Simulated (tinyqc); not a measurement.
From results back to parameters: heavy doping: gap narrowing, degeneracy and the minority density.

Problem. The minority density was computed from a hidden true narrowing dEg.

F_j(eta) = (1/Gamma(j + 1)) integral_0^infinity x^j dx/(1 + exp(x - eta)), which tends to exp(eta) for eta << 0.

Majority: N = Nc F_1/2(eta), eta the distance of EF beyond the majority band edge in kT. Degeneracy factor gam = F_1/2(eta)/exp(eta). ni0^2 = Nc Nv exp(-Eg/kT); product n p = ni0^2 gam exp(dEg/kT), dEg the true narrowing; apparent narrowing dEa = dEg + kT ln gam; minority density = n p/N.

Constants: kB = 8.617333262e-05 eV/K.

Inputs chosen for the exercise (gap and densities of states near those of GaAs at this temperature; narrowing constants of the size fitted for Si, not for this material; not measured data):
- N = 3.6e+16 1/cm^3 (ionised donors, equal to the majority density)
- Eg = 1.423 eV (gap)
- Nc = 4.32e+17 1/cm^3 (conduction-band density of states)
- Nv = 9.52e+18 1/cm^3 (valence-band density of states)
- T = 300 K

minority density = 0.000150369 1/cm^3

Find: dEa; gam; dEg.

Solution. dEa = kT ln(minority x N/ni0^2); gam follows from N alone, and dEg = dEa - kT ln gam.

dEa = 1.47 meV
gam = 0.9710
dEg = 2.23 meV

Program tinyqc; command `OMP_NUM_THREADS=1 python tinyqc.py 1682765 1682766 out.jsonl`; about 0.01 s on one thread of a shared Intel(R) Xeon(R) Processor @ 2.30GHz.
